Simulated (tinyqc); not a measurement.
# Off-state leakage of single and stacked transistors: effects of single changes

n-channel devices of unit width. Subthreshold current I(Vg, Vs, Vd) = I0 (T/300 K)^0.5 exp[(Vg - Vs - VT(T) - gb (Vs - Vb) + dd (Vd - Vs))/(nf Vt)] (1 - exp(-(Vd - Vs)/Vt)), VT(T) = VT - cT (T - 300 K). Gate-edge tunnelling Ig (Vd/1 V) exp(ag (Vd - 1 V)), for a gate at 0 V, and band-to-band leakage Ab u exp(-Bb/u), u = Vd - Vb + 1 V, flow at a drain held at V; both are taken as independent of T. In a stack of off transistors (all gates at 0 V) the same subthreshold current passes through each.

Inputs (values chosen for the exercise); values of the order met in bulk silicon logic transistors: temperature T = 330 K; supply voltage V = 1.2 V; threshold at 300 K, zero drain and body bias VT = 0.36 V; fall of the threshold with temperature cT = 0.5 mV/K; current at threshold at 300 K I0 = 0.97 uA/um; slope factor nf = 1.2; drain-induced lowering per volt dd = 0.13; rise of the threshold per volt of source-body bias gb = 0.11; gate-edge tunnelling current at 1 V Ig = 0.0009 uA/um; exponential slope of the gate current ag = 3.7 1/V; prefactor of band-to-band leakage at the drain Ab = 20 uA/(um V); its exponential voltage Bb = 24 V; body voltage Vb = 0 V.

Constants: q = 1.602176634e-19 C, kB = 1.380649e-23 J/K, Vt = kB T/q. Results are converted to the units shown.

Each table varies one quantity; the others keep the values above.

## Subthreshold current against the height of the stack

All n gates at 0 V, bottom source at 0 V, top drain at V; node voltages follow from equal currents.

Subthreshold current against the height of the stack:
```
n,I (nA/um),reduction factor,drain voltage of the bottom device (mV),source voltage of the top device (mV),voltage across the top device (V)
1,4.001,1.000,1200,0,1.200
2,0.06281,63.69,114.3,114.3,1.086
3,0.02705,147.9,25.57,137.5,1.062
4,0.01706,234.5,14.09,150.2,1.050
5,0.01242,322.0,9.712,158.9,1.041
6,0.009757,410.0,7.405,165.6,1.034
```

What does the comparison show?

The second transistor cuts the current by a factor of 63.7, the third by a further 2.32 and the sixth by 1.27. The top device keeps 86.2 % of the supply at n = 6, while the drain voltage of the bottom one falls to 0.260 Vt.

## Leakage components against the body voltage

Same model as above.

One transistor with Vg = Vs = 0, Vd = V; stack factor I(one)/I(two in series).

The same in every row: gate edge (nA/um) = 2.2636; stack factor = 63.694.

Leakage components against the body voltage:
```
Vb (V),subthreshold (nA/um),band-to-band (nA/um),total (nA/um),largest part
0.2,7.6227,0.24577,10.132,subthreshold
0,4.0005,0.80481,7.0690,subthreshold
-0.2,2.0996,2.1792,6.5424,gate edge
-0.4,1.1019,5.0948,8.4604,band-to-band
-0.6,0.57830,10.609,13.451,band-to-band
-0.8,0.30351,20.128,22.695,band-to-band
-1,0.15929,35.397,37.820,band-to-band
-1.2,0.083598,58.466,60.813,band-to-band
-1.4,0.043874,91.630,93.937,band-to-band
```

What does the comparison show?

As Vb goes from 0.2 to -1.4, the total leakage goes from 10.1 through a minimum of 6.54 (at Vb = -0.2 among the rows listed) to 93.9 nA/um. The subthreshold part leads at Vb = 0.2, the gate edge part from -0.2, the band-to-band part from -0.4 on. The exact minimum lies at Vb = -0.145 V: reverse body bias lowers the subthreshold part by a decade every nf Vt ln 10/gb = 0.714 V but raises the band-to-band part. The reduction by a stack of two stays at 63.7, for the subthreshold part alone. For Vb = 0.2 the body is forward biased; the junction current, left out, is still small at this voltage.

Numbers from tinyqc (`OMP_NUM_THREADS=1 python tinyqc.py 2242138 2242139 out.jsonl`; about 0.03 s on one thread of a shared Intel Xeon 2.30GHz).
